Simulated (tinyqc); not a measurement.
Inside a calculation. Method: Hueckel theory of the pi electrons, for the molecule c1ccc2c(c1)ccc1ccccc12 (SMILES; centres numbered as the heavy atoms are written). One step of it, computed by the program tinyqc.

Question. Energy, charges, bond orders. E = sum n x; q_r = z_r - P_rr; bond order p = P_rs; free valence = sqrt(3) - sum of p over the bonds of the atom.

x values: 2.434764  1.950627  1.516274  1.305800  1.142384  0.769052  0.605225  -0.605225  -0.769052  -1.142384  -1.305800  -1.516274  -1.950627  -2.434764

occupations: 2.000000  2.000000  2.000000  2.000000  2.000000  2.000000  2.000000  0.000000  0.000000  0.000000  0.000000  0.000000  0.000000  0.000000

charge and bond-order matrix P:
```
            1C         2C         3C         4C         5C         6C         7C         8C
1C    1.000000   0.622780   0.000000  -0.266090   0.000000   0.706814  -0.126441   0.000000
2C    0.622780   1.000000   0.701565   0.000000  -0.260841   0.000000   0.000000   0.170778
3C    0.000000   0.701565   1.000000   0.589957   0.000000  -0.344875   0.036377   0.000000
4C   -0.266090   0.000000   0.589957   1.000000   0.542301   0.000000   0.000000  -0.243297
5C    0.000000  -0.260841   0.000000   0.542301   1.000000   0.575124   0.505924   0.000000
6C    0.706814   0.000000  -0.344875   0.000000   0.575124   1.000000   0.000000  -0.195641
7C   -0.126441   0.000000   0.036377   0.000000   0.505924   0.000000   1.000000   0.774659
8C    0.000000   0.170778   0.000000  -0.243297   0.000000  -0.195641   0.774659   1.000000
9C    0.101577   0.000000  -0.108897   0.000000  -0.170203   0.000000   0.000000   0.505924
10C   0.000000  -0.061240   0.000000   0.045961   0.000000   0.081054  -0.195641   0.000000
11C  -0.081763   0.000000   0.093617   0.000000   0.101577   0.000000   0.000000  -0.126441
12C   0.000000   0.073095   0.000000  -0.116857   0.000000  -0.061240   0.170778   0.000000
13C   0.093617   0.000000  -0.137380   0.000000  -0.108897   0.000000   0.000000   0.036377
14C   0.000000  -0.116857   0.000000   0.460537   0.000000   0.045961  -0.243297   0.000000

            9C        10C        11C        12C        13C        14C
1C    0.101577   0.000000  -0.081763   0.000000   0.093617   0.000000
2C    0.000000  -0.061240   0.000000   0.073095   0.000000  -0.116857
3C   -0.108897   0.000000   0.093617   0.000000  -0.137380   0.000000
4C    0.000000   0.045961   0.000000  -0.116857   0.000000   0.460537
5C   -0.170203   0.000000   0.101577   0.000000  -0.108897   0.000000
6C    0.000000   0.081054   0.000000  -0.061240   0.000000   0.045961
7C    0.000000  -0.195641   0.000000   0.170778   0.000000  -0.243297
8C    0.505924   0.000000  -0.126441   0.000000   0.036377   0.000000
9C    1.000000   0.575124   0.000000  -0.260841   0.000000   0.542301
10C   0.575124   1.000000   0.706814   0.000000  -0.344875   0.000000
11C   0.000000   0.706814   1.000000   0.622780   0.000000  -0.266090
12C  -0.260841   0.000000   0.622780   1.000000   0.701565   0.000000
13C   0.000000  -0.344875   0.000000   0.701565   1.000000   0.589957
14C   0.542301   0.000000  -0.266090   0.000000   0.589957   1.000000
```

Centres:
```
centre  z_r, pi electrons of the neutral centre         h
1C                                            1  0.000000
2C                                            1  0.000000
3C                                            1  0.000000
4C                                            1  0.000000
5C                                            1  0.000000
6C                                            1  0.000000
7C                                            1  0.000000
8C                                            1  0.000000
9C                                            1  0.000000
10C                                           1  0.000000
11C                                           1  0.000000
12C                                           1  0.000000
13C                                           1  0.000000
14C                                           1  0.000000
```

Bonds:
```
i    j  k
1    2  1
2    3  1
3    4  1
4    5  1
5    6  1
5    7  1
7    8  1
8    9  1
9   10  1
10  11  1
11  12  1
12  13  1
13  14  1
6    1  1
14   9  1
14   4  1
```

Give: pi energy = 14 alpha + this times beta; pi charges; Bond orders and lengths from R = 1.517 - 0.180 p; free valence of the carbons; gap between the highest filled and the next level.

Answer.

pi energy = 14 alpha + this times beta = 19.448

pi charges: 1C 0.000, 2C 0.000, 3C 0.000, 4C 0.000, 5C 0.000, 6C 0.000, 7C 0.000, 8C 0.000, 9C 0.000, 10C 0.000, 11C 0.000, 12C 0.000, 13C 0.000, 14C 0.000

Bond orders and lengths from R = 1.517 - 0.180 p (angstrom, C-C alone):
```
bond       p      R
1-2    0.623  1.405
2-3    0.702  1.391
3-4    0.590  1.411
4-5    0.542  1.419
5-6    0.575  1.413
5-7    0.506  1.426
7-8    0.775  1.378
8-9    0.506  1.426
9-10   0.575  1.413
10-11  0.707  1.390
11-12  0.623  1.405
12-13  0.702  1.391
13-14  0.590  1.411
6-1    0.707  1.390
14-9   0.542  1.419
14-4   0.461  1.434
```

free valence of the carbons: 1C 0.402, 2C 0.408, 3C 0.441, 4C 0.139, 5C 0.109, 6C 0.450, 7C 0.451, 8C 0.451, 9C 0.109, 10C 0.450, 11C 0.402, 12C 0.408, 13C 0.441, 14C 0.139

gap between the highest filled and the next level = 1.210 |beta|
